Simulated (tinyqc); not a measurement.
Vibrations of a mass or spring defect in a linear chain: one step, computed by the program tinyqc.

A ring of N atoms with nearest-neighbour springs k and motion along the chain. Atom 1 is the defect, of mass M', and its two springs are k'. Odd sites are A (the defect replaces an A atom), even sites B.

Problem. Frequencies of the ring. Diagonalise D and leave out the zero eigenvalue of the uniform shift. nu = 15.6333042 THz x sqrt(lambda), lambda in eV/(angstrom^2 u).

Host: diatomic.

D (eV/(angstrom^2 u)):
```
            1           2           3           4           5           6           7           8
1   0.2904089  -0.0465270   0.0000000   0.0000000   0.0000000   0.0000000   0.0000000  -0.0465270
2  -0.0465270   0.0309389  -0.0296666   0.0000000   0.0000000   0.0000000   0.0000000   0.0000000
3   0.0000000  -0.0296666   0.1098039  -0.0296666   0.0000000   0.0000000   0.0000000   0.0000000
4   0.0000000   0.0000000  -0.0296666   0.0320611  -0.0296666   0.0000000   0.0000000   0.0000000
5   0.0000000   0.0000000   0.0000000  -0.0296666   0.1098039  -0.0296666   0.0000000   0.0000000
6   0.0000000   0.0000000   0.0000000   0.0000000  -0.0296666   0.0320611  -0.0296666   0.0000000
7   0.0000000   0.0000000   0.0000000   0.0000000   0.0000000  -0.0296666   0.1098039  -0.0296666
8  -0.0465270   0.0000000   0.0000000   0.0000000   0.0000000   0.0000000  -0.0296666   0.0309389
```

Constants: nu for 1 eV/(angstrom^2 u) = 15.6333042 THz.

Give: nonzero frequencies.

Solution.

nonzero frequencies (THz): 1.7997  1.8800  2.7753  5.2951  5.5940  5.7958  8.6534
